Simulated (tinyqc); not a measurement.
# Planar ballistic transistor, top-of-the-barrier model: several studies

At the top of the source barrier, states moving towards the drain are filled by the source (Fermi level 0) and states moving back by the drain (Fermi level -q Vd); nothing scatters. U is the shift of the band edge there, set by the capacitances CG, CD and CS (the total) and by the charge. Parabolic two-dimensional band; the source is grounded.

Parameters, values chosen for the exercise; mass and valleys close to those of indium arsenide:
```
symbol   value  unit                                                                 meaning
T          300     K                                                             temperature
m       0.0308    m0                                                          effective mass
gv           1                                                             valley degeneracy
eox         22                                   relative permittivity of the gate insulator
tox        1.3    nm                                                     insulator thickness
aG         0.9                                                            gate control CG/CS
aD       0.013                                                           drain control CD/CS
E0        0.32    eV  band edge at the barrier top above the source Fermi level at zero bias
```

Constants: q = 1.602176634e-19 C, kB = 1.380649e-23 J/K, hbar = 1.054571817e-34 J s, m0 = 9.1093837015e-31 kg, Vt = kB T/q, eps0 = 8.8541878128e-14 F/cm where lengths are in cm. Results are converted to the units shown.

Each table varies one quantity; the others keep the values above.

## Effect of the effective mass

N0 = gv m kB T/(pi hbar^2), CG = eps0 eox/tox, vT = sqrt(2 kB T/(pi m)), CS = CG/aG, n0 = n at U = 0 and Vd = 0. eta1 = -(E0 + U)/Vt, eta2 = eta1 - Vd/Vt, n = (N0/2)[F_0(eta1) + F_0(eta2)], F_0(x) = ln(1 + exp x). U = UL + q (n - n0)/CS with UL = -(aG Vg + aD Vd), energies in eV. I = q (N0/2) vT [F_(1/2)(eta1) - F_(1/2)(eta2)] per width, F_(1/2)(x) = (2/sqrt(pi)) int_0^infinity u^(1/2)/(1 + exp(u - x)) du. CQ = (q/Vt) dn/d(eta1). E0 is held fixed.

In this table Vg = 0.7 V, Vd = 0.7 V.

Result of one run:
```
m (m0),eta1,n (cm^-2),I (uA/um),mean velocity I/(q n) (cm/s),CQ/CS
0.8,4.7275,2.0459e13,3405.5,1.0389e7,1.5939
```

What becomes of these results when the effective mass m is changed from 0.8 to 0.02 m0, all else the same?

Result of the changed run:
```
m (m0),eta1,n (cm^-2),I (uA/um),mean velocity I/(q n) (cm/s),CQ/CS
0.02,11.866,1.2815e12,2041.9,9.9453e7,0.040199
```

The whole series:
```
m (m0),eta1,n (cm^-2),I (uA/um),mean velocity I/(q n) (cm/s),CQ/CS
0.02,11.866,1.2815e12,2041.9,9.9453e7,0.040199
0.032,11.597,2.0039e12,2496.6,7.7761e7,0.064319
0.05,11.216,3.0281e12,2970.0,6.1216e7,0.10050
0.08,10.633,4.5933e12,3471.7,4.7174e7,0.16079
0.13,9.7862,6.8694e12,3915.1,3.5572e7,0.26128
0.2,8.8041,9.5079e12,4156.4,2.7285e7,0.40194
0.32,7.5116,1.2980e13,4168.5,2.0044e7,0.64284
0.5,6.1552,1.6624e13,3907.6,1.4671e7,1.0029
0.8,4.7275,2.0459e13,3405.5,1.0389e7,1.5939
```

As m goes from 0.02 to 0.8 m0, n rises from 1.28e12 to 2.05e13 cm^-2, the mean velocity falls from 9.95e7 to 1.04e7 cm/s and the current goes from 2040 through a maximum of 4170 (at m = 0.32 m0 among the rows listed) to 3410 uA/um. CQ/CS goes from 0.040 to 1.6. A light mass gives fast carriers but too few states, a heavy one charge but slow carriers, hence the maximum between. At m = 0.02 m0 the source Fermi level lies over 0.3 eV above the band edge, where a light band is no longer parabolic.

## Effect of the band edge at the barrier top above the source Fermi level at zero bias

Same model as above.

CQ = (q/Vt) dn/d(eta1).

In this table Vg = 0.7 V, Vd = 0.7 V.

Effect of the band edge at the barrier top above the source Fermi level at zero bias:
```
E0 (eV),eta1,n (cm^-2),I (uA/um),mean velocity I/(q n) (cm/s),CQ/CS
0.1,19.64,3.266e12,5365,1.025e8,0.06194
0.15,17.82,2.963e12,4639,9.772e7,0.06191
0.2,15.99,2.660e12,3950,9.268e7,0.06191
0.25,14.17,2.357e12,3299,8.736e7,0.06191
0.3,12.35,2.054e12,2689,8.171e7,0.06191
0.35,10.53,1.751e12,2124,7.568e7,0.06191
0.4,8.710,1.449e12,1605,6.918e7,0.06190
0.45,6.888,1.146e12,1140,6.213e7,0.06184
```

As E0 goes from 0.1 to 0.45 eV, n falls from 3.27e12 to 1.15e12 cm^-2, the mean velocity falls from 1.03e8 to 6.21e7 cm/s and the current falls from 5370 to 1140 uA/um. CQ/CS stays near 0.062. For E0 = 0.1 to 0.3 eV the source Fermi level lies over 0.3 eV above the band edge, where a light band is no longer parabolic.

## Output curve

Same model as above.

CQ = (q/Vt) dn/d(eta1).

In this table Vg = 0.7 V.

Output curve:
```
Vd (V),eta1,n (cm^-2),I (uA/um),mean velocity I/(q n) (cm/s),CQ/CS
0.01,10.696,3.4933e12,115.09,2.0564e6,0.12381
0.025,10.735,3.4097e12,284.18,5.2020e6,0.12381
0.05,10.799,3.2703e12,556.23,1.0616e7,0.12380
0.1,10.928,2.9917e12,1061.1,2.2138e7,0.12376
0.15,11.057,2.7135e12,1507.6,3.4677e7,0.12349
0.2,11.184,2.4386e12,1883.9,4.8218e7,0.12191
0.3,11.400,1.9949e12,2334.7,7.3044e7,0.089700
0.4,11.481,1.9124e12,2411.4,7.8701e7,0.063029
0.6,11.576,1.9252e12,2442.7,7.9192e7,0.061907
0.8,11.671,1.9410e12,2472.4,7.9503e7,0.061907
```

Read the table: what changes, and by how much?

The current rises from 115 to 2470 uA/um; n goes from 3.49e12 through a minimum of 1.91e12 (at Vd = 0.4 V among the rows listed) to 1.94e12 cm^-2 and eta1 rises from 10.7 to 11.7. The resistance in the first row is 86.9 ohm um, though nothing scatters in the channel. The current passes 90 % of its last value at Vd = 0.3 V among the rows, where eta2 = -0.20. At Vd = 0.8 V the source Fermi level lies over 0.3 eV above the band edge, where a light band is no longer parabolic.

Computed by the program tinyqc: `OMP_NUM_THREADS=1 python tinyqc.py 2400071 2400072 out.jsonl`, one thread of a shared Intel Xeon 2.30GHz, about 0.01 s for the whole run.
